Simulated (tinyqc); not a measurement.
Debye-Callaway model of lattice thermal conductivity. Inputs raised by 10 %, one at a time. Computed by tinyqc, a small Python program. Command: `OMP_NUM_THREADS=1 python tinyqc.py 3030709 3030710 out.jsonl callaway sens`. One thread of a shared host (Intel(R) Xeon(R) Processor @ 2.30GHz), about 0.03 s of CPU time with the checks.

Three acoustic branches with one velocity v, cut at omega_D = k_B Theta/hbar; x = hbar omega/(k_B T). v and Theta are separate inputs: Theta cuts off the heat-carrying modes, so C need not reach 3 k_B/V. gamma is an effective value that sets the umklapp rate. Heat flows along the wire.

Inputs (values chosen for the exercise, modelled on gallium arsenide): sound velocity v = 3590 m/s; Debye temperature Theta = 354 K; volume per atom V = 22.6 angstrom^3; mean atomic mass M = 72.3 u; effective Grueneisen parameter gamma = 2.1; umklapp exponent divisor b = 2.5; alloy fraction f = 0.036; mass difference Delta M = 12 u; wire diameter D = 0.021 micrometre; specularity p = 0.6; normal-process factor f_N = 4.9; temperature T = 300 K; probe frequency omega/omega_D = 0.32.

Sample: wire. Point defects: alloy. Normal processes: included.

Constants: k_B = 1.380649e-23 J/K; hbar = 1.054571817e-34 J s; u = 1.6605390666e-27 kg.

Method:
- For a random alloy on all sites Gamma = f (1 - f) (Delta M/M)^2, with M the mean mass; strain-field scattering is left out. A = V Gamma/(4 pi v^3).
- Rates: point defects A omega^4; umklapp B omega^2 T exp(-Theta/(b T)) with B = hbar gamma^2/(M v^2 Theta); normal processes f_N B omega^2 T (T/Theta)^2. Boundaries: v/Lambda_B with Lambda_B = D (1 + p)/(1 - p).
- The resistive time is tau_R = 1/(boundary + point-defect + umklapp rates), and the free path is v tau_R.
- kappa_1 = c int tau_C g dx, g = x^4 e^x/(e^x - 1)^2, c = (k_B/(2 pi^2 v)) (k_B T/hbar)^3, over 0 < x < min(Theta/T, 40), by 96 Gauss-Legendre points in s with x = x_max s^2; 1/tau_C = 1/tau_R + 1/tau_N; kappa_2 = c [int (tau_C/tau_N) g dx]^2 / int (tau_C/(tau_N tau_R)) g dx; kappa = kappa_1 + kappa_2.
- Heat capacity C = 3 c int g dx / v^2; grey free path 3 kappa/(C v); the median free path v tau_C halves kappa_1 when the quadrature points are ordered by free path (each counted at half its weight, interpolated in the logarithm); likewise at 10 % and 90 %.

Runs:
```
input moved                            from      to  kappa (W/(m K))  heat capacity C (J/(m^3 K))  median free path (nm)  free path (nm)
base run                                  -       -            21.07                    1.405e+06                  4.564           45.17
sound velocity v (m/s)                 3590    3949            22.35                    1.056e+06                  5.762           51.12
Debye temperature Theta (K)             354   389.4            25.07                    1.844e+06                  4.890           43.76
volume per atom V (angstrom^3)         22.6   24.86            20.68                    1.405e+06                  4.565           45.07
effective Grueneisen parameter gamma    2.1    2.31            18.56                    1.405e+06                  3.893           41.35
alloy fraction f                      0.036  0.0396            20.69                    1.405e+06                  4.565           45.07
wire diameter D (micrometre)          0.021  0.0231            21.39                    1.405e+06                  4.640           47.49
temperature T (K)                       300     330            19.23                    1.422e+06                  3.630           42.40
```

Exponents ln(y'/y) / ln(x'/x):
```
input                                  kappa  heat capacity C  median free path  free path
sound velocity v                       0.618           -3.000             2.445      1.300
Debye temperature Theta                1.827            2.852             0.724     -0.332
volume per atom V                     -0.197            0.000             0.003     -0.024
effective Grueneisen parameter gamma  -1.327            0.000            -1.668     -0.927
alloy fraction f                      -0.189            0.000             0.003     -0.023
wire diameter D                        0.161            0.000             0.173      0.526
temperature T                         -0.956            0.123            -2.402     -0.662
```

Among the inputs moved here: kappa answers most in size to Debye temperature Theta (exponent +1.827), next to effective Grueneisen parameter gamma (-1.327). Heat capacity C answers most in size to sound velocity v (exponent -3.000), next to Debye temperature Theta (+2.852); its exponent is below 0.0005 for volume per atom V, effective Grueneisen parameter gamma, alloy fraction f, wire diameter D. median free path answers most in size to sound velocity v (exponent +2.445), and about equally to temperature T (-2.402). Free path answers most in size to sound velocity v (exponent +1.300), next to effective Grueneisen parameter gamma (-0.927).
